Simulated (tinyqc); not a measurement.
Van der Pauw, Hall and four-point-probe measurements on a doped layer: one step of the calculation.

A uniform n-type layer with sheet resistance Rs = 1/(q ns mu), point contacts, low field (mu B small).

Problem. Sheet density, mobility and bulk values. Rs = 1/z; Hall sheet density B I/(q |VH|); Hall mobility |VH|/(Rs B I); true values ns = rH times the Hall density, mu = Hall mobility/rH; bulk density ns/t, resistivity Rs t; correction factor F = Rs/[(pi/ln 2)(RA + RB)/2].

Parameters, values chosen for the exercise: Hall factor rH = 1.1; magnetic field B = 0.3 T; current I = 10 uA; thickness of the layer t = 460 nm.

Constants: q = 1.602176634e-19 C. Results are converted to the units shown.

converged z = 28.614875 mS
VH = -0.0021911681 mV
RA = 7.4709197 ohm
RB = 7.9553975 ohm

Give: Rs; Hall sheet density; Hall mobility; ns; mu; bulk density; resistivity; F.

Solution.

Rs = 34.95 ohm/square
Hall sheet density = 8.545e14 cm^-2
Hall mobility = 209.0 cm^2/(V s)
ns = 9.400e14 cm^-2
mu = 190.0 cm^2/(V s)
bulk density = 2.043e19 cm^-3
resistivity = 0.001608 ohm cm
F = 0.9997

F is within 0.1 % of 1 for so nearly symmetric a sample.

Numbers from tinyqc (`OMP_NUM_THREADS=1 python tinyqc.py 2850162 2850163 out.jsonl`; about 0.04 s on one thread of a shared Intel Xeon 2.30GHz).
